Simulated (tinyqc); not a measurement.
## Junction parameters from two forward currents

Problem. D(v) = J1 (exp(v/Vt) - 1) + J2 (exp(v/(2 Vt)) - 1). Find J1, J2 and the voltage 2 Vt ln(J2/J1) near which both parts are equal.

Values chosen for this exercise:
- T = 330 K (temperature)

Constants: q = 1.602176634e-19 C, kB = 1.380649e-23 J/K, Vt = kB T/q. Results are converted to the units shown.

junction voltages (V): 0.32  0.68
currents (uA/um): 1.7553564e-5  0.048639320

Answer. The current is linear in J1 and J2, so two points give two equations.

J1 = 1.60e-12 uA/um
J2 = 6.30e-8 uA/um
crossover = 0.602 V

Numbers from tinyqc (`OMP_NUM_THREADS=1 python tinyqc.py 2182018 2182019 out.jsonl`; about 0.2 s on one thread of a shared Intel Xeon 2.30GHz).
